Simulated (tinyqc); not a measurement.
Effective-mass impurity with a central-cell term, in a basis of Slater functions: one step, computed by the program tinyqc. Command: `OMP_NUM_THREADS=1 python tinyqc.py 3013695 3013696 out.jsonl centralcell walk`. One thread of a shared host (Intel(R) Xeon(R) Processor @ 2.30GHz), about 0.01 s of CPU time with the checks.

The envelope obeys H = -nabla^2 - (2/r) [Z + A exp(-kappa r)] in effective units, with kappa = a*/lambda; positive A deepens the well near the core.

Question. Effective units. Units: Ry* = Ry m/eps^2 and a* = a_0 eps/m, with m in m_0. kappa = a*/lambda; the hydrogenic ground state is bound by Z^2 Ry*.

Inputs (values chosen for the exercise, with screening close to that of InAs): effective mass m = 0.187 m_0; dielectric constant eps = 15.6; charge Z of the core = 1; central-cell range lambda = 2.4 angstrom.

Impurity: acceptor, one isotropic band.

Constants: Ry = 13.605693123 eV; a_0 = 0.529177210903 angstrom.

Give: Ry*; a*; kappa; hydrogenic binding energy.

Answer.

Ry* = 10.455 meV

a* = 44.145 angstrom

kappa = 18.394 1/a*

hydrogenic binding energy = 10.455 meV
